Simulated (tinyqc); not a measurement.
Carrier lifetime of an n-type layer with SRH, radiative, Auger and surface recombination: effect of the capture cross-section for electrons at dn = 1e16 cm^-3.

Uniform excess density dn = dp (no trapping), n = n0 + dn, p = p0 + dn, Boltzmann statistics, full ionisation. Surfaces enter as a rate 2 S dn/d, which holds while diffusion to them is fast.

ni = sqrt(Nc Nv) exp(-Eg/(2 Vt)), Eg in volts; majority density N/2 + sqrt(N^2/4 + ni^2), n0 p0 = ni^2; n1 = Nc exp(-Et/Vt), p1 = Nv exp((Et - Eg)/Vt); tn0 = 1/(sn vth Nt), tp0 = 1/(sp vth Nt). With e = n p - ni^2 = dn (n0 + p0 + dn): U_SRH = e/(tp0 (n + n1) + tn0 (p + p1)), U_rad = B e, U_Aug = (Cn n + Cp p) e, U_s = 2 S dn/d. Each tau is dn over its rate; tau = dn/U with U the sum. Here dn = 1e16 cm^-3.

Parameters, values chosen for the exercise; band and dielectric values close to those of 4H silicon carbide:
- T = 400 K (temperature)
- Eg = 3.27 eV (band gap)
- Nc = 2.62e19 cm^-3 (conduction-band density of states at T)
- Nv = 3.88e19 cm^-3 (valence-band density of states at T)
- B = 1.52e-12 cm^3/s (radiative coefficient)
- N = 3.5e17 cm^-3 (donor density)
- Cn = 1.7e-31 cm^6/s (Auger coefficient (two electrons))
- Cp = 9e-32 cm^6/s (Auger coefficient (two holes))
- Nt = 6e12 cm^-3 (trap density)
- sp = 4e-14 cm^2 (capture cross-section for holes)
- vth = 2.3e7 cm/s (thermal velocity (both carriers))
- Et = 2.03 eV (trap level below the conduction band)
- S = 60 cm/s (surface recombination velocity (both faces))
- d = 100 um (sample thickness)

Constants: q = 1.602176634e-19 C, kB = 1.380649e-23 J/K, Vt = kB T/q. Results are converted to the units shown.

The same in every row: tau_rad (s) = 1.8275e-6; tau_Aug (s) = 4.4731e-5; tau_s (s) = 8.3333e-5.

Results:
```
sn (cm^2),tau_SRH (s),tau (s),radiative share (%),largest path
4e-17,5.2134e-6,1.2930e-6,70.755,radiative
4e-16,6.8438e-7,4.8954e-7,26.788,SRH
4e-15,2.3148e-7,2.0402e-7,11.164,SRH
4e-13,1.8166e-7,1.6430e-7,8.9907,SRH
4e-12,1.8121e-7,1.6393e-7,8.9705,SRH
4e-11,1.8116e-7,1.6390e-7,8.9684,SRH
```

Estimate the missing row, sn = 4e-14 cm^2.

Computed row:
```
sn (cm^2),tau_SRH (s),tau (s),radiative share (%),largest path
4e-14,1.8619e-7,1.6800e-7,9.1930,SRH
```

With this row back in the table: Radiative recombination leads at sn = 4e-17, SRH from 4e-16 on. tau_SRH falls from 5.21e-6 to 1.81e-7 s and the total lifetime falls from 1.29e-6 to 1.64e-7 s.

tinyqc, about 0.01 s, one thread, Intel Xeon 2.30GHz (shared host): `OMP_NUM_THREADS=1 python tinyqc.py 2300001 2300002 out.jsonl`
